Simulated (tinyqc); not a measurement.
## Capacitances against the relative permittivity between the lines

Endless row of lines of width wl, height tl and space sl between grounded planes at distance hd; e2 fills the gaps beside the lines, e1 the rest. Laplace's equation is solved on meshes of 3, 6 and 12 steps per unit u and extrapolated (Aitken), which is good to about 0.2 %. C_even (all lines at 1 V) is the capacitance Cg to the planes; C_odd (neighbours in antiphase) = Cg + 4 Cc if only nearest neighbours couple, which defines Cc; total with quiet neighbours Cg + 2 Cc. Plate values 2 eps0 e1 wl/hd and eps0 e2 tl/sl.

Values chosen for this exercise:
- e1 = 3 (relative permittivity above and below the lines)
- wl = 6 u (line width, in units u)
- tl = 6 u (line height)
- sl = 4 u (space between lines)
- hd = 8 u (distance to each plane)

Constants: eps0 = 8.8541878128e-12 F/m. Results are converted to the units shown.

The same in every row: plate Cg (aF/um) = 39.8.

Result of one run:
```
Cg (aF/um)	Cc (aF/um)	Cg + 2 Cc (aF/um)	C_odd (aF/um)	plate Cc (aF/um)	share of coupling, 2 Cc/(Cg + 2 Cc) (%)
64.9	82.8	230	396	66.4	71.8
```

Which relative permittivity between the lines e2 gave this result: 1.5, 2.5, 3, 5 or 7?

e2 = 5.

The whole series:
```
e2	Cg (aF/um)	Cc (aF/um)	Cg + 2 Cc (aF/um)	C_odd (aF/um)	plate Cc (aF/um)	share of coupling, 2 Cc/(Cg + 2 Cc) (%)
1	62.9	29.3	122	180	13.3	48.2
1.5	63.4	36.0	135	207	19.9	53.2
2	63.8	42.7	149	235	26.6	57.3
2.5	64.1	49.4	163	262	33.2	60.7
3	64.3	56.1	176	289	39.8	63.6
3.9	64.6	68.1	201	337	51.8	67.8
5	64.9	82.8	230	396	66.4	71.8
7	65.2	109	284	503	93.0	77.0
```

As e2 goes from 1 to 7, Cg rises from 62.9 to 65.2 aF/um, Cc rises from 29.3 to 109 aF/um and the share of coupling rises from 48.2 to 77.0 %. Cg is 1.58 times its plate value in the first row and 1.64 times in the last; for Cc the ratios are 2.21 and 1.18. Neighbours in antiphase raise the load by a factor of 1.48 and 1.77 over quiet ones.

Program tinyqc, `OMP_NUM_THREADS=1 python tinyqc.py 2790123 2790124 out.jsonl`; Intel Xeon 2.30GHz, shared host, one thread, about 0.8 s.
